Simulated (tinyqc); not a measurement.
Plane-wave Kohn-Sham cycle with exchange-only LDA in a layered model solid, step by step. One step of it, computed by the program tinyqc.

Question. Iteration 1: potential. V_H(G) = 4 pi rho(G)/G^2 for G != 0 (uniform background); v_x = -(3 rho/pi)^(1/3); V = V_ext + V_H + v_x; Fourier components f(G_m) = (1/N) sum_j f(x_j) exp(-i G_m x_j).

A solid whose potential varies along x alone (atomic units):
```
parameter                      value
period a                   16.800000
cross-section of the cell  33.000000
electrons per cell                 4
grid points                       16
plane waves -n..n, n               3
k points                           4
V1 in V1 cos(2 pi x/a)     -0.530000
V2 in V2 cos(4 pi x/a)     -0.170000
```

density at the start, on the grid x_j = j a/N (e/bohr^3): 0.00721501  0.00721501  0.00721501  0.00721501  0.00721501  0.00721501  0.00721501  0.00721501  0.00721501  0.00721501  0.00721501  0.00721501  0.00721501  0.00721501  0.00721501  0.00721501

Give: Potentials on the grid; V(G_m), m = 0, 1, 2, ....

Answer.

Potentials on the grid (hartree):
```
x          V_ext     V_H      v_x        V
0.0000   -0.7000  0.0000  -0.1903  -0.8903
1.0500   -0.6099  0.0000  -0.1903  -0.8001
2.1000   -0.3748  0.0000  -0.1903  -0.5651
3.1500   -0.0826  0.0000  -0.1903  -0.2729
4.2000    0.1700  0.0000  -0.1903  -0.0203
5.2500    0.3230  0.0000  -0.1903   0.1327
6.3000    0.3748  0.0000  -0.1903   0.1845
7.3500    0.3694  0.0000  -0.1903   0.1792
8.4000    0.3600  0.0000  -0.1903   0.1697
9.4500    0.3694  0.0000  -0.1903   0.1792
10.5000   0.3748  0.0000  -0.1903   0.1845
11.5500   0.3230  0.0000  -0.1903   0.1327
12.6000   0.1700  0.0000  -0.1903  -0.0203
13.6500  -0.0826  0.0000  -0.1903  -0.2729
14.7000  -0.3748  0.0000  -0.1903  -0.5651
15.7500  -0.6099  0.0000  -0.1903  -0.8001
```

V(G_m), m = 0, 1, 2, ... (hartree): -0.1903  -0.2650  -0.0850  0.0000  0.0000  0.0000  0.0000
